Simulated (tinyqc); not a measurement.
The square root of alpha at three temperatures: phonon-assisted absorption at an indirect gap.

alpha(E) = sum_j A_j [N_j (E - Eg + w_j)^2 + (N_j + 1)(E - Eg - w_j)^2], each bracket counted only where its base is positive; N_j = 1/(exp(w_j/kB T) - 1). The first term absorbs a phonon and the second emits one; excitons and direct transitions are left out.

Constants: kB = 8.617333262e-05 eV/K.

Parameters, chosen for this exercise (out of a larger set: loosely those of SiGe at room temperature; Eg is not tied to T; not measured data): Eg = 0.948 eV (indirect gap, held fixed unless listed); w = (51, 14.3) meV (two zone-edge phonons); A = (2900, 190) 1/(cm eV^2) (their strengths).

The gap is held fixed, so only the phonon occupations change.

sqrt(alpha) (1/cm^(1/2)):

| E - Eg (eV) | 4 K | 77 K | 600 K |
|---|---|---|---|
| -0.04 | 0.000 | 0.013 | 0.457 |
| -0.02 | 0.000 | 0.036 | 1.287 |
| 0.00 | 0.000 | 0.093 | 2.147 |
| 0.02 | 0.079 | 0.207 | 3.069 |
| 0.04 | 0.354 | 0.476 | 4.069 |
| 0.07 | 1.279 | 1.382 | 5.796 |
| 0.10 | 2.891 | 2.983 | 8.000 |
| 0.15 | 5.650 | 5.755 | 12.066 |
| 0.20 | 8.422 | 8.547 | 16.304 |
| 0.30 | 13.975 | 14.144 | 24.946 |
| 0.45 | 22.310 | 22.548 | 38.039 |
| 0.60 | 30.647 | 30.954 | 51.182 |

What does the comparison show, and why?

Below the gap only phonon absorption acts: at E - Eg = -0.02 eV sqrt(alpha) is 0.000, 0.036 and 1.287 at 4, 77 and 600 K. A straight line through the last two rows meets the axis at E - Eg = +0.0486, +0.0477 and +0.0159 eV: the intercept is roughly a weighted mean of the thresholds, not the gap, and it moves from the emission side towards Eg as the occupations grow. At the last row alpha grows by a factor 2.79 from the lowest to the highest temperature at fixed gap.

(tinyqc, `OMP_NUM_THREADS=1 python tinyqc.py 1652705 1652706 out.jsonl`, Intel(R) Xeon(R) Processor @ 2.30GHz, 1 thread, shared host, about 0.01 s.)
